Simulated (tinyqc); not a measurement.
Quantum point contact as a saddle point with Zeeman splitting: one step of the calculation.

Potential V0 - m wx^2 x^2/2 + m wy^2 y^2/2; energies are counted from V0. Mode n = 0, 1, ... transmits T_n(E) = 1/(1 + exp(-2 pi (E - E_n)/wx)), E_n = wy (n + 1/2) +/- Ez/2 for the two spins, Ez = gs muB B, muB = q hbar/(2 m0); each spin carries q^2/h.

Question. Transmissions at the Fermi level. At zero temperature g = G/(2 q^2/h) = (1/2) sum T_n(mu); Fano factor sum T_n (1 - T_n)/sum T_n. Modes beyond those listed are in the sums but add less than 1e-4 to g.

Parameters, values chosen for the exercise:
- wy = 2.2 meV (transverse quantum hbar wy)
- wx = 1 meV (curvature of the barrier hbar wx)
- mu = 5.65 meV (Fermi level above the saddle point)
- gs = 4.3 (size of the g factor)
- B = 4 T (in-plane magnetic field)

Constants: q = 1.602176634e-19 C, hbar = 1.054571817e-34 J s, h = 6.62607015e-34 J s, m0 = 9.1093837015e-31 kg. Results are converted to the units shown.

Give: E_n; T_n; g; G; Fano factor.

Answer.

| mode | E_n (meV) | T_n |
|---|---|---|
| 0- | 0.602 | 1.0000 |
| 1- | 2.802 | 1.0000 |
| 2- | 5.002 | 0.9832 |
| 3- | 7.202 | 0.0001 |
| 4- | 9.402 | 0.0000 |
| 0+ | 1.598 | 1.0000 |
| 1+ | 3.798 | 1.0000 |
| 2+ | 5.998 | 0.1011 |
| 3+ | 8.198 | 0.0000 |
| 4+ | 10.398 | 0.0000 |

g = 2.5422
G = 196.97 uS
Fano factor = 0.02113

Range of the model: Orbital effects of the in-plane field and interactions (such as the 0.7 feature) are left out.

Numbers from tinyqc (`OMP_NUM_THREADS=1 python tinyqc.py 2740109 2740110 out.jsonl`; about 0.05 s on one thread of a shared Intel Xeon 2.30GHz).
